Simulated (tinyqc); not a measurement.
Yield over energy: physical sputtering: collision-cascade yield, angular dependence, faceting and resputtering in deposition. Computed by tinyqc, a small Python program. Command: `OMP_NUM_THREADS=1 python tinyqc.py 3026123 3026124 out.jsonl sputter walk`. One thread of a shared host (Intel(R) Xeon(R) Processor @ 2.30GHz), about 0.01 s of CPU time with the checks.

Ions start collision cascades; atoms that reach the surface with more than U leave. The target is amorphous or fine-grained.

Inputs (values chosen for the exercise, modelled on xenon ions on tungsten):

| quantity | value | unit |
|---|---|---|
| ion Z1 | 54 | - |
| ion mass M1 | 131.3 | u |
| target Z2 | 74 | - |
| target mass M2 | 183.8 | u |
| surface binding energy U | 8.9 | eV |
| target density N | 63.2 | 1/nm^3 |
| fit factor Q | 0.74 | - |
| ion energy E | 100 | eV |
| current density J | 2.2 | mA/cm^2 |

Constants: e = 1.602176634e-19 C.

Method. gamma = 4 M1 M2/(M1 + M2)^2; threshold E_th = 6.7 U/gamma for M1 >= M2, else U (1 + 5.7 M1/M2)/gamma. eps = 0.03255 M2 E/(Z1 Z2 (M1 + M2) z), z = (Z1^(2/3) + Z2^(2/3))^(1/2), E in eV; s_n = 3.441 sqrt(eps) ln(eps + 2.718)/(1 + 6.355 sqrt(eps) + eps (6.882 sqrt(eps) - 1.708)); S_n = 84.78 Z1 Z2 M1 s_n/((M1 + M2) z) in eV angstrom^2; alpha = 0.249 (M2/M1)^0.56 + 0.0035 (M2/M1)^1.5 for M1 <= M2, else 0.0875 (M2/M1)^(-0.15) + 0.165 M2/M1; Y0 = 0.042 Q alpha S_n/U [1 - sqrt(E_th/E)]^2.5 (the electronic-loss factor of the full formula is dropped). Erosion rate = Y0 J/(e N); 1 cm^2 = 1e14 nm^2.

threshold E_th = 46.4285 eV

Normal incidence:

| E (eV) | eps | S_n (eV angstrom^2) | Y0 | Y0 per keV |
|---|---|---|---|---|
| 100 | 8.4109e-05 | 745.2 | 0.0457 | 0.4569 |
| 200 | 1.6822e-04 | 1030.5 | 0.2131 | 1.0657 |
| 300 | 2.5233e-04 | 1241.1 | 0.3806 | 1.2686 |
| 500 | 4.2054e-04 | 1561.1 | 0.6733 | 1.3466 |
| 1000 | 8.4109e-04 | 2108.4 | 1.2299 | 1.2299 |
| 2000 | 1.6822e-03 | 2804.3 | 1.9849 | 0.9925 |
| 5000 | 4.2054e-03 | 3969.5 | 3.2969 | 0.6594 |
| 10000 | 8.4109e-03 | 5025.9 | 4.5080 | 0.4508 |
| 30000 | 2.5233e-02 | 6912.8 | 6.6906 | 0.2230 |
| 100000 | 8.4109e-02 | 8961.6 | 9.0808 | 0.0908 |

What follows from these numbers?

The yield per keV peaks at 500 eV among these rows, 11 times the threshold, the most economical range for removing atoms. Y0 varies as E^2.22 between the first rows and as E^0.25 at the end, where nuclear stopping is flattening. Caution: within a few times the threshold, cascades are short and these fits are rough. Caution: the electronic-loss factor, dropped here, would lower the yields at the highest energies slightly.

Extremes, crossings and ranges named in words are read from the listed rows.
